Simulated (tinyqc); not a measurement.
# Capacitance measurement on a leaky thin oxide: effects of series resistance and leakage, step by step

tinyqc, about 0.01 s, one thread, Intel Xeon 2.30GHz (shared host): `OMP_NUM_THREADS=1 python tinyqc.py 2022070 2022071 out.jsonl` Printed values are rounded.

The device is a capacitance C in parallel with a leakage conductance G, in series with Rs and Ls. An impedance meter reports either a parallel pair (Cp, Gp) from Y = 1/Z = Gp + i w Cp or a series pair (Cs, Rm) from Z = Rm + 1/(i w Cs); w = 2 pi f, dissipation D = Gp/(w |Cp|).

Inputs (values chosen for the exercise); values of the order met in thin-oxide MOS capacitors:
- eox = 3.9 (relative permittivity of the gate insulator (close to silicon dioxide))
- tox = 1.8 nm (insulator thickness)
- A = 10000 um^2 (gate area)
- zc = 0.26 nm (oxide-equivalent thickness added by the accumulation layer)
- zp = 0 nm (oxide-equivalent thickness added by gate depletion)
- Jg = 0.00067 A/cm^2 (gate leakage current density, not matched to the thickness)
- Vs = 0.24 V (voltage for an e-fold rise of the leakage)
- Rs = 9 ohm (series resistance)
- Ls = 130 nH (series inductance)
- f = 1e5 Hz (measuring frequency)

Constants: eps0 = 8.8541878128e-14 F/cm where lengths are in cm. Results are converted to the units shown.

## True capacitance and conductance

EOT = 3.9 tox/eox; CET = EOT + zc + zp; C = 3.9 eps0 A/CET; G = Jg A/Vs.

EOT = 1.8 nm
CET = 2.06 nm
C = 167.628 pF
G = 0.279167 uS

## What the meter reports

Z = Rs + i w Ls + 1/(G + i w C).

Z = 34.17-9494.39i ohm
Cp = 167.628 pF
Gp = 0.379009 uS
Cs = 167.630 pF
D = 0.00359851

Cp is within 0.01 % of C and Cs is within 0.01 % of it; G Rs = 2.51e-6, w C Rs = 9.48e-4 and G/(w C) = 0.00265.
